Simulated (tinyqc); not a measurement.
Nanosheet or nanowire with hard walls, valleys of the Si type: sweeps and comparisons. A value that a table varies takes the place of the one given here.

Six ellipsoidal valleys along the cube axes: inverse mass tensor w = 1/mt + (1/ml - 1/mt) a a^T with a the unit axis. Device axes: x along the channel, z = [001], y = z x x.

Hard walls around a W x H rectangle. The block w_c of w in (y, z) confines; the transport mass follows from 1/m_x = w_xx - w_xc w_c^-1 w_cx. The cross-section problem c (w_yy ky^2 + 2 w_yz ky kz + w_zz kz^2), c = hbar^2/2m0, is solved in products sin(n pi y/W) sin(l pi z/H), n, l = 1 to 12; if w_yz = 0 the levels are c pi^2 (w_yy n^2/W^2 + w_zz l^2/H^2). The w_yz term couples (n, l) to (n', l') by -2 c w_yz D_nn'(W) D_ll'(H) with D_nm(L) = 4 n m/(L (n^2 - m^2)) for n + m odd and 0 otherwise.

Without degeneracy the line density is N1 exp((EF - Ec)/kB T) with N1 = sum 2 g sqrt(m_x kB T/(4 pi c)) exp(-E/kB T), here over n, l up to 80 where w_yz = 0 and over all levels of a 12 x 12 sine basis otherwise; the classical value is W H Nc with Nc = 2 g_all (m_dos kB T/(4 pi c))^(3/2), m_dos = (ml mt^2)^(1/3); dVt = kB T ln(W H Nc/N1).

Constants: hbar^2/2m0 = 3.80998211 eV angstrom^2; kB = 8.617333262e-05 eV/K.

Inputs chosen for the exercise (near those of Si; not measured data): ml = 0.93 m0 (longitudinal mass); mt = 0.192 m0 (transverse mass); T = 300 K (temperature); g_all = 6 (number of valleys); channel = 110 (transport direction x on a (001) wafer); H = 66 angstrom (height, along z = [001]); Ws = (25, 35, 50, 75, 110, 170, 260) angstrom (widths); W = 200 angstrom (width, along y).

## From wire to sheet

Valleys:

| group | valleys g | w_yy | w_zz | \|w_yz\| | m_x (m0) |
|---|---|---|---|---|---|
| A | 2 | 5.20833 | 1.07527 | 0.00000 | 0.19200 |
| B | 4 | 3.14180 | 5.20833 | 0.00000 | 0.56100 |

Lowest level of each group (groups ordered by w_zz, then w_yy) and dVt against the width.

Results:

| W (angstrom) | A1 (eV) | B1 (eV) | dVt (mV) |
|---|---|---|---|
| 25 | 0.3226 | 0.2340 | 204.9 |
| 35 | 0.1692 | 0.1414 | 118.0 |
| 50 | 0.0876 | 0.0922 | 71.0 |
| 75 | 0.0441 | 0.0660 | 47.0 |
| 110 | 0.0255 | 0.0547 | 37.3 |
| 170 | 0.0161 | 0.0490 | 31.8 |
| 260 | 0.0122 | 0.0467 | 28.8 |

dVt falls from 205 to 29 mV. The lowest group changes from B to A between W = 35 and 50 angstrom (H = 66). At the widest W the lowest level is 0.0122 eV; the film limit c pi^2 w_zz/H^2 of that group is 0.0093 eV.

## Channel direction

The same rectangle along [100] and [110]; groups ordered by w_zz, then w_yy.

Lowest level of each group:

| channel, group | valleys g | w_yy | w_zz | \|w_yz\| | m_x (m0) | E (eV) |
|---|---|---|---|---|---|---|
| [100] A | 2 | 5.208 | 1.075 | 0.000 | 0.192 | 0.0142 |
| [100] B | 2 | 1.075 | 5.208 | 0.000 | 0.192 | 0.0460 |
| [100] C | 2 | 5.208 | 5.208 | 0.000 | 0.930 | 0.0499 |
| [110] A | 2 | 5.208 | 1.075 | 0.000 | 0.192 | 0.0142 |
| [110] B | 4 | 3.142 | 5.208 | 0.000 | 0.561 | 0.0479 |

The lowest subband has m_x = 0.192 m0 and 2 valleys along [100], and 0.192 m0 and 2 valleys along [110]; its edge lies at 0.0142 and 0.0142 eV. These valleys have their axis along z, so turning the channel in the wafer plane leaves them alone; only the higher groups change.

## What each parameter does

E1 and E2 are the two lowest subband edges over all groups. Each row changes one parameter from the base and keeps the others.

Results:

| case | E1 (eV) | E2 - E1 (meV) | m_x of lowest (m0) | dVt (mV) |
|---|---|---|---|---|
| base | 0.0142 | 14.7 | 0.192 | 30.4 |
| W = 190 angstrom | 0.0147 | 16.3 | 0.192 | 30.8 |
| H = 74 angstrom | 0.0123 | 14.7 | 0.192 | 26.6 |
| T = 270 K | 0.0142 | 14.7 | 0.192 | 29.6 |
| ml = 1.023 m0 | 0.0133 | 14.7 | 0.192 | 30.1 |
| mt = 0.173 m0 | 0.0147 | 16.3 | 0.173 | 32.4 |

The largest shifts from the base row, up to three for each result and ties (the steps differ in size, so this ranks the rows, not the parameters). E1 (eV): H -0.0019, ml -0.0008, mt +0.0005, W +0.0005; unchanged at the printed digits by T. E2 - E1 (meV): mt +1.6, W +1.6; unchanged at the printed digits by H, T and ml. m_x of lowest (m0): mt -0.019; unchanged at the printed digits by W, H, T and ml. dVt (mV): H -3.9, mt +2.0, T -0.8.

Program tinyqc; command `OMP_NUM_THREADS=1 python tinyqc.py 1281902 1281903 out.jsonl`; about 0.06 s on one thread of a shared Intel(R) Xeon(R) Processor @ 2.30GHz.
